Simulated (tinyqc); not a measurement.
Activation against anneal temperature: dopants and charged point defects at anneal temperature: Fermi-level effect, clustering and pairing. Computed by tinyqc, a small Python program. Command: `OMP_NUM_THREADS=1 python tinyqc.py 3026467 3026468 out.jsonl pairing walk`. One thread of a shared host (Intel(R) Xeon(R) Processor @ 2.30GHz), about 0.02 s of CPU time with the checks.

Boltzmann statistics and full ionisation of active dopants. Energies are counted from the valence band; the defect (a vacancy or self-interstitial) has five charge states, with all degeneracy factors one.

Inputs (values chosen for the exercise, with bands modelled on GaAs):
```
quantity,value,unit
gap at 0 K E_g0,1.54,eV
Varshni alpha,0.000528,eV/K
Varshni beta,206,K
electron mass m_e,0.0656,m_0
valleys M_c,1,-
hole mass m_h,0.51,m_0
anneal temperature T,950,K
total dopant density N,1.5e+19,cm^-3
site density N_s,2.9e+22,cm^-3
dopant atoms per cluster k,3,-
cluster binding energy E_b,1.83,eV
```

Dopant: acceptor. Second part: clustering of the dopant.

Constants: m_0 = 9.1093837015e-31 kg; k_B = 1.380649e-23 J/K; h = 6.62607015e-34 J s; k_B = 8.617333262e-05 eV/K.

Method:
- E_g = E_g0 - alpha T^2/(T + beta).
- N_c = 2 M_c (2 pi m_e k_B T/h^2)^(3/2) and N_v = 2 (2 pi m_h k_B T/h^2)^(3/2), masses in units of m_0.
- n_i = sqrt(N_c N_v) exp(-E_g/2 k_B T); E_i = E_g/2 + (k_B T/2) ln(N_v/N_c).
- p = A/2 + sqrt(A^2/4 + n_i^2) for an active density A.
- k ionised dopants and k carriers form one neutral cluster: C = N_s (A/N_s)^k (p/N_b)^k exp(E_b/k_B T), N_b the effective density of states of the majority band, and N = A + k C (60 bisections in ln A between ln N - 90 and ln N).

Equilibrium activation:
```
T (K),n_i (cm^-3),active A (cm^-3),clusters C (cm^-3),active share
570,7.5899e+12,3.9341e+17,4.8689e+18,0.02623
660,8.7263e+13,1.0167e+18,4.6611e+18,0.06778
760,6.9047e+14,2.2536e+18,4.2488e+18,0.15024
860,3.4675e+15,4.1375e+18,3.6208e+18,0.27583
950,1.1281e+16,6.3399e+18,2.8867e+18,0.42266
1040,3.0336e+16,8.8478e+18,2.0507e+18,0.58985
1140,7.6810e+16,1.1583e+19,1.1390e+18,0.77220
```

What does the comparison show, and why?

The active share goes from 0.0262 at 570 K to 0.772 at 1140 K, so a layer activated by a hot, short anneal is metastable and deactivates in later, cooler steps if the dopant can move. Over the first three rows, where most dopant is clustered, a fit of ln A rises with slope 0.343 eV against -1/k_B T, near E_b/(2k) = 0.305 eV plus 0.75 k_B T.
